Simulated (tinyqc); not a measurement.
Inside a calculation. Model: Raman shift of the zone-centre optical phonon of a diamond-structure crystal under stress. Computed by tinyqc, a small Python program that keeps every step. Command: `OMP_NUM_THREADS=1 python tinyqc.py 3015738 3015739 out.jsonl ramanstress walk`. One thread of a shared host (Intel(R) Xeon(R) Processor @ 2.30GHz), about 0.01 s of CPU time with the checks. Intermediate numbers are printed to about 5 digits and carried at full precision; extremes and crossings named in words are read from the listed rows.

Axes x, y, z are the cube axes. Strain shifts the threefold optical mode and can split it; p, q and r are the phonon deformation potentials.

Inputs (values chosen for the exercise, modelled on diamond):
```
quantity                            value      unit
unstrained frequency omega_0         1331      1/cm
p/omega_0^2                          -2.9         -
q/omega_0^2                         -1.77         -
r/omega_0^2                         -1.93         -
C11                                  1065       GPa
C12                                 124.2       GPa
C44                                 583.8       GPa
stress sigma (tension positive)      0.24       GPa
polarisation angle phi                 75    degree
temperature coefficient d omega/dT  -0.01  1/(cm K)
local temperature T                   450         K
laser wavelength                      532        nm
```

Stress state: hydrostatic. Axis: none.

Constants: h = 6.62607015e-34 J s; c = 299792458 m/s; k_B = 1.380649e-23 J/K.

## Compliances

S11 = (C11 + C12)/D, S12 = -C12/D, D = (C11 - C12)(C11 + 2 C12), S44 = 1/C44.

S11 = 0.96241 1/TPa

S12 = -0.10051 1/TPa

S44 = 1.7129 1/TPa

## Stress and strain tensors

Hydrostatic stress: sigma_ij = sigma delta_ij. eps_xx = S11 sigma_xx + S12 (sigma_yy + sigma_zz), and cyclic; eps_xy = S44 sigma_xy/2 (tensor strain).

stress (GPa):
```
      x     y     z
x  0.24  0.00  0.00
y  0.00  0.24  0.00
z  0.00  0.00  0.24
```

strain (per mille):
```
         x        y        z
x  0.18273  0.00000  0.00000
y  0.00000  0.18273  0.00000
z  0.00000  0.00000  0.18273
```

volume strain = 0.54820 per mille

## Secular matrix and shifts

Secular matrix: M_xx = p eps_xx + q (eps_yy + eps_zz), M_xy = 2 r eps_xy; its eigenvalues are omega^2 - omega_0^2, and the shifts are these over 2 omega_0.

M/(2 omega_0) (1/cm):
```
          x         y         z
x  -0.78316   0.00000   0.00000
y   0.00000  -0.78316   0.00000
z   0.00000   0.00000  -0.78316
```

shifts, in rising order (1/cm): -0.78316  -0.78316  -0.78316

The three modes stay degenerate. Tension softens every mode.

## Mean shift and Grueneisen parameter

gamma = -(p + 2q)/(6 omega_0^2); the mean of the three shifts is -gamma omega_0 x (volume strain).

mode Grueneisen parameter gamma = 1.0733

mean shift = -0.78316 1/cm

## The line seen from a (001) surface

Backscattering from a (001) surface: incident polarisation (cos phi, sin phi, 0). With Raman tensors (R_z)_xy = (R_z)_yx = 1 and cyclic, only the z component u_z of a mode counts: I = u_z^2 sin^2(2 phi) for parallel and u_z^2 cos^2(2 phi) for crossed polarisers. An unresolved line sits at the intensity-weighted shift, which is M_zz/(2 omega_0).

total intensity, parallel = 0.25

total intensity, crossed = 0.75

shift of the observed line = -0.78316 1/cm

shift per stress = -3.2631 1/(cm GPa)

stress per shift = -306.45 MPa cm

The z-polarised mode is an eigenmode here, so one line is seen. Caution: this stress has components normal to the (001) face, so it cannot reach a free (001) surface; it can act on buried material.

## The same stress in different states

Uniaxial: sigma n n^T; biaxial: sigma (1 - n n^T); hydrostatic: sigma 1. The line seen from (001) is taken as unresolved, at the intensity-weighted shift M_zz/(2 omega_0).

Shifts (1/cm):
```
state                    lowest    middle   highest  line seen from (001)
uniaxial [100]         -0.38895  -0.19711  -0.19711              -0.19711
uniaxial [110]         -0.55704  -0.19711  -0.02901              -0.19711
uniaxial [001]         -0.38895  -0.19711  -0.19711              -0.38895
uniaxial [111]         -0.61307  -0.08504  -0.08504              -0.26105
biaxial, normal [001]  -0.58605  -0.58605  -0.39421              -0.39421
biaxial, normal [111]  -0.69811  -0.69811  -0.17009              -0.52210
hydrostatic            -0.78316  -0.78316  -0.78316              -0.78316
```

Seen from (001), uniaxial stress along [100] and along [110] give the same shift (-0.197), and equal biaxial stress in the plane gives twice as much (-0.394), since only sigma_xx + sigma_yy and sigma_zz enter M_zz. Stress along [001] gives -0.389. One measured shift therefore fixes the stress only once its state is assumed: read as uniaxial in the plane, a shift implies twice the stress that it does read as biaxial.

## Heating mistaken for stress

A temperature above 300 K shifts the line by (d omega/dT)(T - 300 K); divided by the shift per stress it poses as a stress; the total shift adds it to the shift of the observed line. The anti-Stokes to Stokes ratio is [(omega_L + omega_0)/(omega_L - omega_0)]^3 exp(-h c omega_0/(k_B T)) in photon counts, omega_L = 1/wavelength, resonance effects left out.

thermal shift = -1.5 1/cm

apparent stress from heating = 0.45968 GPa

total shift = -2.2832 1/cm

anti-Stokes/Stokes ratio = 0.021709

Heating poses as tension, 192 % of the true stress in size; the intensity ratio gives T apart from the shift.

Checks made by the program: mean of the eigenvalues against the trace rule (relative difference below 1e-10); weighted mean of the modes against M_zz (relative difference below 1e-10).
